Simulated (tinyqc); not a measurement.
Doping from the body effect.

Problem. The threshold of a long MOSFET, counted against the source, shifts by gamma (sqrt(2 phiF + Vsb) - sqrt(2 phiF)) with gamma = sqrt(2 eps0 eps_r q N)/Cox. Find 2 phiF, gamma and N from two shifts.

Inputs (values chosen for the exercise): relative permittivity eps_r = 11.9.

Constants: q = 1.602176634e-19 C, eps0 = 8.8541878128e-14 F/cm where lengths are in cm. Results are converted to the units shown.

|VT - VT(0)| at source-body biases 0.6 and 2.6 V (V): [0.014680840, 0.048417887]
Cox = 1.5618787 uF/cm^2

Answer. The ratio of the shifts depends on 2 phiF alone and rises steadily with it, so it fixes 2 phiF; either shift then gives gamma, and gamma gives N.

2 phiF = 0.819 V
gamma = 0.0513 V^0.5
N = 1.90e16 cm^-3

Numbers from tinyqc (`OMP_NUM_THREADS=1 python tinyqc.py 2060065 2060066 out.jsonl`; about 0.01 s on one thread of a shared Intel Xeon 2.30GHz).
